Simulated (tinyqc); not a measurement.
Thin-film transistor with exponential tail and deep states, accumulation layer: two steps of the calculation.

An undoped film in accumulation, thicker than the space-charge layer. With band bending psi the Fermi level lies E0 - psi below the band edge. Free electrons n = n0 exp(psi/Vt) carry the current; electrons in two exponential distributions of traps, a = a0 exp(psi/Va) and d = d0 exp(psi/Vp), do not. Linear regime, ohmic contacts, traps in equilibrium.

Parameters, values chosen for the exercise; values close to those of an organic semiconductor: temperature T = 250 K; relative permittivity of the semiconductor eps_r = 3.2; density of extended states Nc = 1.1e20 cm^-3; total density of tail states Nt = 1e20 cm^-3; characteristic temperature of the tail Tt = 520 K; total density of deep states Nd = 3.8e17 cm^-3; characteristic temperature of the deep states Td = 1230 K; bulk Fermi level below the band edge E0 = 0.51 eV; gate capacitance Ci = 17 nF/cm^2; gate voltage above flat band Vg = 12 V.

Constants: q = 1.602176634e-19 C, kB = 1.380649e-23 J/K, Vt = kB T/q, eps0 = 8.8541878128e-14 F/cm where lengths are in cm. Results are converted to the units shown.

Task 1. Bulk densities. Va = kB Tt/q, Vp = kB Td/q; n0 = Nc exp(-E0/Vt), a0 = Nt th(T/Tt) exp(-E0/Va), d0 = Nd th(T/Td) exp(-E0/Vp), th(x) = pi x/sin(pi x).

Give: Va; Vp; th(T/Tt); n0; a0; d0.

Result 1.

Va = 0.04481 V
Vp = 0.1060 V
th(T/Tt) = 1.513
n0 = 5.758e9 cm^-3
a0 = 1.726e15 cm^-3
d0 = 3.312e15 cm^-3

Task 2. Surface potential by Newton steps. Va = kB Tt/q, Vp = kB Td/q. G(psi) = sum over the three kinds of c0 [V (exp(psi/V) - 1) - psi], field F = sqrt(2 q G/(eps0 eps_r)); Vg = psi + eps0 eps_r F/Ci at the surface. f = psi + eps0 eps_r F/Ci - Vg, f' = 1 + q rho/(Ci F) with rho = sum c0 (exp(psi/V) - 1); psi(new) = psi - f/f'.

psi after iteration 1 = 0.50875951 V
n0 = 5.7576490e9 cm^-3
a0 = 1.7259183e15 cm^-3
d0 = 3.3116433e15 cm^-3

Wanted: F; f; f'; psi after iteration 2.

Result 2.

F = 3167.6 kV/cm
f = 41.303 V
f' = 749.06
psi after iteration 2 = 0.45362 V

Program tinyqc, `OMP_NUM_THREADS=1 python tinyqc.py 2610062 2610063 out.jsonl`; Intel Xeon 2.30GHz, shared host, one thread, about 0.02 s.
